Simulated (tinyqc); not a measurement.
Size effects in the resistivity of thin metal films and interconnect lines. Inputs raised by 2 %, one at a time. Computed by tinyqc, a small Python program. Command: `OMP_NUM_THREADS=1 python tinyqc.py 3015041 3015042 out.jsonl size sens`. One thread of a shared host (Intel(R) Xeon(R) Processor @ 2.30GHz), about 0.01 s of CPU time with the checks.

Electrons lose their drift at surfaces (a share 1 - p of the hits) and at grain boundaries (reflection R), besides bulk scattering. The line sits in a trench with a non-conducting liner on both walls and the bottom; the spacing equals the drawn width.

Inputs (values chosen for the exercise, modelled on aluminium):
```
quantity                          value         unit
bulk resistivity rho_b             2.63  microohm cm
bulk mean free path lambda         18.4           nm
specularity p                         0            -
grain-boundary reflection R        0.26            -
drawn line width w                  110           nm
grain size over metal width         1.2            -
aspect ratio (height over width)    2.7            -
liner thickness t                   0.8           nm
line length                         2.3   micrometre
permittivity of the dielectric k    2.9            -
```

Geometry: line.

Constants: eps_0 = 8.8541878128e-12 F/m.

Method:
- Metal width w_m = w - 2t, height h_m = (aspect ratio) w - t, grain size D = (ratio) w_m.
- Mayadas-Shatzkes: alpha = (lambda/D) R/(1 - R); rho_b/rho = 1 - 3 alpha/2 + 3 alpha^2 - 3 alpha^3 ln(1 + 1/alpha).
- Fuchs-Sondheimer film: rho_b/rho = 1 - (3/(2 kappa))(1 - p) int_0^1 (s - s^3)(1 - exp(-kappa/s))/(1 - p exp(-kappa/s)) ds, f = rho/rho_b, kappa = thickness/lambda, 80 Gauss-Legendre points.
- Line: the excess of a film of thickness w_m and of a film of thickness h_m are added, rho/rho_b = 1 + (f(w_m) - 1) + (f(h_m) - 1), an estimate that holds best when both sides exceed lambda.
- Total: rho = rho_b [1 + surface excess + grain excess]; resistance per length rho/(w_m h_m); capacitance per length C = 2 k eps_0 (aspect ratio + 1/2), a parallel-plate estimate for two neighbours plus a fixed term for the planes above and below; delay 0.38 R C L^2; effective resistivity per drawn area.

Runs; columns: (1) input moved; (2) from; (3) to; (4) resistivity rho (microohm cm); (5) effective resistivity per drawn area (microohm cm); (6) rho/rho_b from surfaces; (7) rho/rho_b from grains:
```
(1)                                (2)     (3)     (4)     (5)     (6)     (7)
base run                             -       -  3.0642  3.1178  1.0918  1.0733
bulk mean free path lambda (nm)   18.4  18.768  3.0731  3.1268  1.0938  1.0747
grain-boundary reflection R       0.26  0.2652  3.0693  3.1230  1.0918  1.0752
drawn line width w (nm)            110   112.2  3.0553  3.1077  1.0899  1.0718
grain size over metal width        1.2   1.224  3.0604  3.1140  1.0918  1.0718
aspect ratio (height over width)   2.7   2.754  3.0629  3.1163  1.0913  1.0733
liner thickness t (nm)             0.8   0.816  3.0643  3.1190  1.0918  1.0733
line length (micrometre)           2.3   2.346  3.0642  3.1178  1.0918  1.0733
```

Exponents ln(y'/y) / ln(x'/x):
```
input                             resistivity rho  effective resistivity per drawn area  rho/rho_b from surfaces  rho/rho_b from grains
bulk mean free path lambda                  0.147                                 0.147                    0.090                  0.068
grain-boundary reflection R                 0.085                                 0.085                    0.000                  0.092
drawn line width w                         -0.146                                -0.163                   -0.089                 -0.068
grain size over metal width                -0.061                                -0.061                    0.000                 -0.067
aspect ratio (height over width)           -0.021                                -0.023                   -0.022                  0.000
liner thickness t                           0.002                                 0.020                    0.001                  0.001
line length                                 0.000                                 0.000                    0.000                  0.000
```

Which inputs matter most for each result?

Among the inputs moved here: resistivity rho answers most in size to bulk mean free path lambda (exponent +0.147), and about equally to drawn line width w (-0.146); its exponent is below 0.0005 for line length. Effective resistivity per drawn area answers most in size to drawn line width w (exponent -0.163), next to bulk mean free path lambda (+0.147); its exponent is below 0.0005 for line length. rho/rho_b from surfaces answers most in size to bulk mean free path lambda (exponent +0.090), and about equally to drawn line width w (-0.089); its exponent is below 0.0005 for grain-boundary reflection R, grain size over metal width, line length. rho/rho_b from grains answers most in size to grain-boundary reflection R (exponent +0.092), next to bulk mean free path lambda (+0.068); its exponent is below 0.0005 for aspect ratio (height over width), line length.
